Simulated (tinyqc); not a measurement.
When the band splits: coherent potential approximation for a binary alloy with a semi-elliptic band.

Site levels eA = -x d (share 1 - x) and eB = (1 - x) d (share x), so that their mean, the virtual crystal, is 0. Pure band: G0(z) = 2 (z - sqrt(z - W) sqrt(z + W))/W^2 with principal roots, density -Im G/pi per site. The medium has a self-energy S(z), G = G0(z - S), z = E + i eta. t_i = (e_i - S)/(1 - (e_i - S) G); the CPA demands <t> = (1 - x) tA + x tB = 0. Iteration: start at S = 0, set S(new) = S + <t>/(1 + <t> G), stop when |<t>| < 1e-9 eV.

Parameters, chosen for this exercise: W = 4.2 eV (half width of the pure band); x = 0.13 (fraction of B); eta = 0.084 eV (broadening).

x as given, d varied, eta as given. The density is taken at E = (eA + eB)/2 and at E = eA + eB = (1 - 2x) d, where S has its pole for well split bands; a gap shows as a density of the size of the broadening tail.

Between the two levels:
```
d/W  d (eV)  density at the midpoint (1/eV)  density at (1 - 2x) d (1/eV)  Im S at the midpoint (eV)
0.2    0.84                          0.1469                        0.1456                     -0.036
0.4    1.68                          0.1421                        0.1362                     -0.128
0.6    2.52                          0.1351                        0.1189                     -0.238
0.8    3.36                          0.1264                        0.0893                     -0.326
1.0    4.20                          0.1160                        0.0249                     -0.376
1.2    5.04                          0.1032                        0.0114                     -0.386
1.5    6.30                          0.0764                        0.0122                     -0.332
2.0    8.40                          0.0046                        0.0066                     -0.065
```

The midpoint density falls from 0.147 to 0.0046 1/eV; it first drops below a tenth of the pure peak (0.015) at d/W = 2. At (1 - 2x) d the density drops below that mark at d/W = 1.2, so the bands have parted by then (this mark lags the true splitting), and is least, 0.0066, at d/W = 2. For x = 1/2 the two coincide and the band splits at d = W exactly; here x = 0.13. The size of Im Sigma at the midpoint is largest at d/W = 1.2. It is a lifetime only where the density there is finite; for well separated bands, d/W above 1/(2 sqrt(x (1 - x))), S has a pole in the gap at (1 - 2x) d.

(tinyqc, `OMP_NUM_THREADS=1 python tinyqc.py 1452641 1452642 out.jsonl`, Intel(R) Xeon(R) Processor @ 2.30GHz, 1 thread, shared host, about 0.01 s.)
